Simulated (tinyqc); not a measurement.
From one set of inputs to another, one input at a time: strain, valley repopulation and piezoresistance in a many-valley conduction band. Computed by tinyqc, a small Python program. Command: `OMP_NUM_THREADS=1 python tinyqc.py 3021323 3021324 out.jsonl valleys ladder`. One thread of a shared host (Intel(R) Xeon(R) Processor @ 2.30GHz), about 0.08 s of CPU time with the checks.

Valleys are ellipsoids with mass m_l along the axis a and m_t across it, parabolic, with one constant relaxation time; strain shifts the valleys and leaves the masses alone. Currents are taken along [100], along the load, and along [010], across the load.

The inputs printed are set A. Inputs not listed in the table keep their values of set A, so the rows need not describe a real material.

Inputs (values chosen for the exercise, modelled on silicon):
```
quantity                             value    unit
longitudinal mass m_l                0.892     m_0
transverse mass m_t                  0.192     m_0
shear deformation potential Xi_u      9.41      eV
dilation deformation potential Xi_d    1.1      eV
C11                                    167     GPa
C12                                   64.3     GPa
C44                                   80.2     GPa
stress X (tension positive)            -44     MPa
electron density n                   3e+19  1/cm^3
relaxation time tau                    110      fs
temperature T                          350       K
```

Valley axes: <100> (6 valleys in 3 pairs). Load: uniaxial [100].

Constants: k_B = 8.617333262e-05 eV/K; m_0 = 9.1093837015e-31 kg; k_B = 1.380649e-23 J/K; hbar = 1.054571817e-34 J s; e = 1.602176634e-19 C.

Method:
- Compliances S11 = (C11 + C12)/((C11 - C12)(C11 + 2 C12)), S12 = -C12/((C11 - C12)(C11 + 2 C12)), S44 = 1/C44; stress sigma_ij = X n_i n_j for the unit vector n of the load; e_xx = S11 sigma_xx + S12 (sigma_yy + sigma_zz), e_xy = S44 sigma_xy/2 (tensor strain).
- Herring-Vogt shift of a valley with unit axis a: dE = Xi_d tr(e) + Xi_u a.e.a.
- Each of the 6 valleys holds n_v = N_v (2/sqrt(pi)) F_1/2((E_F - dE_v)/(k_B T)), N_v = 2 (m_d k_B T/(2 pi hbar^2))^(3/2), m_d = (m_l m_t^2)^(1/3); E_F solves sum n_v = n and is counted from the unstrained edge.
- F_j(eta) = int_0^infinity x^j/(1 + exp(x - eta)) dx, without a gamma-function factor. It is evaluated after integrating by parts.
- Integrals over x = E/(k_B T) use 160 Gauss-Legendre points in u = sqrt(x) from 0 to sqrt(max(eta, 0) + 32).
- Mobility tensor mu = e tau sum_v (n_v/n) [1/m_t + (1/m_l - 1/m_t) a a^T]; unstrained mu_0 = e tau (1/m_l + 2/m_t)/3; resistivity along d from the inverse tensor, rho_d = d.mu^-1.d/(n e), mobility along d = 1/(d.mu^-1.d); gauge pi_d = (rho_d/rho_0 - 1)/X.
- With eta_0 the reduced Fermi level without strain, r = F_-1/2(eta_0)/(2 F_1/2(eta_0)) (1 for a classical gas) and c = r (Xi_u/k_B T) (m_l - m_t)/(2 m_l + m_t): pi11 = -(2/3) c (S11 - S12), pi12 = -pi11/2, pi44 = 0, with S11 - S12 = 1/(C11 - C12).

Each row keeps all changes above it; columns: (1) input moved; (2) from; (3) to; (4) mobility along the first direction (cm^2/(V s)); (5) mobility along the second direction (cm^2/(V s)); (6) degeneracy factor r:
```
(1)                                         (2)    (3)     (4)     (5)      (6)
set A                                         -      -  725.79  753.21  0.76862
dilation deformation potential Xi_d (eV)    1.1    1.2  725.79  753.21  0.76862
longitudinal mass m_l (m_0)               0.892   1.09  711.31  740.75  0.78559
electron density n (1/cm^3)               3e+19  1e+17  705.78  743.52  0.99907
temperature T (K)                           350    300  701.50  745.66  0.99883
relaxation time tau (fs)                    110    120  765.27  813.44  0.99883
shear deformation potential Xi_u (eV)      9.41    9.1  766.35  812.90  0.99883
transverse mass m_t (m_0)                 0.192   0.17  856.32  910.18  0.99868
```

Which inputs carry the difference?

Mobility along the first direction goes from 726 to 856, a factor 1.18 in all. The largest single move comes from transverse mass m_t (a factor 1.12), and longitudinal mass m_l works against it (a factor 0.9801). Mobility along the second direction goes from 753 to 910, a factor 1.21 in all. The largest single move comes from transverse mass m_t (a factor 1.12), and longitudinal mass m_l works against it (a factor 0.9835). Degeneracy factor r goes from 0.769 to 0.999, a factor 1.30 in all. The largest single move comes from electron density n (a factor 1.27). The single moves hold for this order of the switches; the total does not depend on the order.

Extremes, crossings and ranges named in words are read from the listed rows.
